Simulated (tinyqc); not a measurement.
## One-diode model of a solar cell: effect of the concentration

J is the current delivered and Vj = V + J Rs the junction voltage. J = X JL - J01 (exp(Vj/(n1 Vt)) - 1) - Vj/Rp. The photocurrent does not depend on voltage.

Jsc at V = 0, Voc at J = 0, the maximum power point where J (1 + 2 Rs G) = G Vj with G = -dJ/dVj; FF = Vmp Jmp/(Voc Jsc); efficiency Vmp Jmp/(X Pin). Empirical fill factor without parasitics FF0 = (v - ln(v + 0.72))/(v + 1), v = Voc/(n1 Vt).

Parameters, values chosen for the exercise; values of the order met in cells of a lead-halide perovskite: temperature T = 298.15 K; photocurrent at one sun JL = 22.4 mA/cm^2; saturation current of the diode J01 = 3.7e-13 A/cm^2; ideality factor of the diode n1 = 1.63; series resistance Rs = 0 ohm cm^2; shunt resistance Rp = 600 ohm cm^2; incident power at one sun Pin = 100 mW/cm^2.

Constants: q = 1.602176634e-19 C, kB = 1.380649e-23 J/K, Vt = kB T/q. Results are converted to the units shown.

Results:
```
X (suns)  Jsc (mA/cm^2)  Voc (V)  Vmp (V)  Jmp (mA/cm^2)      FF  efficiency (%)     FF0
0.01             0.2240   0.1344  0.06720         0.1120  0.2500          0.7526  0.4373
0.1               2.240   0.8972   0.6592          1.139  0.3735           7.507  0.8173
0.5               11.20    1.004   0.8692          9.370  0.7243           16.29  0.8316
2                 44.80    1.067   0.9339          41.45  0.8098           19.36  0.8389
6                 134.4    1.114   0.9799          127.4  0.8337           20.81  0.8439
20                448.0    1.165    1.029          428.9  0.8457           22.07  0.8490
80                 1792    1.223    1.085           1724  0.8534           23.38  0.8544
300                6720    1.279    1.139           6480  0.8588           24.60  0.8591
```

Estimate the missing row, X = 0.04 suns.

Computed row:
```
X (suns)  Jsc (mA/cm^2)  Voc (V)  Vmp (V)  Jmp (mA/cm^2)      FF  efficiency (%)     FF0
0.04             0.8960   0.5375   0.2688         0.4480  0.2500           3.011  0.7393
```

With this row back in the table: As X goes from 0.01 to 300, Voc rises from 0.134 to 1.28 V, FF rises from 0.250 to 0.859 and the efficiency rises from 0.753 to 24.6 %. Voc gains 96.5 mV a decade at the top and 670 mV at the bottom (n1 Vt ln 10 = 96.4 mV). For X = 0.01 v is below 10, outside the range of the formula for FF0. For X = 0.01, 0.04, 0.1 the shunt carries over 0.3 of the photocurrent at open circuit, so it pulls Voc down and FF towards the 1/4 of a resistor.

Program tinyqc, `OMP_NUM_THREADS=1 python tinyqc.py 2280113 2280114 out.jsonl`; Intel Xeon 2.30GHz, shared host, one thread, about 0.01 s.
